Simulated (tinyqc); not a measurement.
Quantum point contact as a saddle point: one step of the calculation.

Potential V0 - m wx^2 x^2/2 + m wy^2 y^2/2; energies are counted from V0. Mode n = 0, 1, ... transmits T_n(E) = 1/(1 + exp(-2 pi (E - E_n)/wx)), E_n = wy (n + 1/2); each mode carries 2 q^2/h.

Question. Thermal average on a coarse grid. g(T) = int g(E) (-df/dE) dE = int g(mu + x kB T) dx/(4 cosh^2(x/2)), g(E) the zero-temperature value at E, g = G/(2 q^2/h). Simpson's rule on nE equally spaced x from -xm to xm.

Parameters, values chosen for the exercise: temperature T = 0.1 K; transverse quantum hbar wy wy = 2.5 meV; curvature of the barrier hbar wx wx = 1.6 meV; Fermi level above the saddle point mu = 4.34 meV; points of the energy grid nE = 15; half-range of the grid in kB T xm = 6.

Constants: q = 1.602176634e-19 C, kB = 1.380649e-23 J/K, Vt = kB T/q. Results are converted to the units shown.

Give: x; E; g(E); weight; integral of the weight; g(T); g(T) divided by the integral of the weight.

Answer.

x, point 0 to 14: [-6.000, -5.143, -4.286, -3.429, -2.571, -1.714, -0.857, 0.000, 0.857, 1.714, 2.571, 3.429, 4.286, 5.143, 6.000]
E, point 0 to 14 (meV): [4.288, 4.296, 4.303, 4.310, 4.318, 4.325, 4.333, 4.340, 4.347, 4.355, 4.362, 4.370, 4.377, 4.384, 4.392]
g(E), point 0 to 14: [1.893, 1.895, 1.898, 1.901, 1.903, 1.906, 1.908, 1.911, 1.913, 1.915, 1.918, 1.920, 1.922, 1.924, 1.926]
weight, point 0 to 14: [0.0025, 0.0058, 0.0134, 0.0304, 0.0660, 0.1293, 0.2092, 0.2500, 0.2092, 0.1293, 0.0660, 0.0304, 0.0134, 0.0058, 0.0025]
integral of the weight = 0.9952
g(T) = 1.902
g(T) divided by the integral of the weight = 1.911

Program tinyqc, `OMP_NUM_THREADS=1 python tinyqc.py 2740004 2740005 out.jsonl`; Intel Xeon 2.30GHz, shared host, one thread, about 0.03 s.
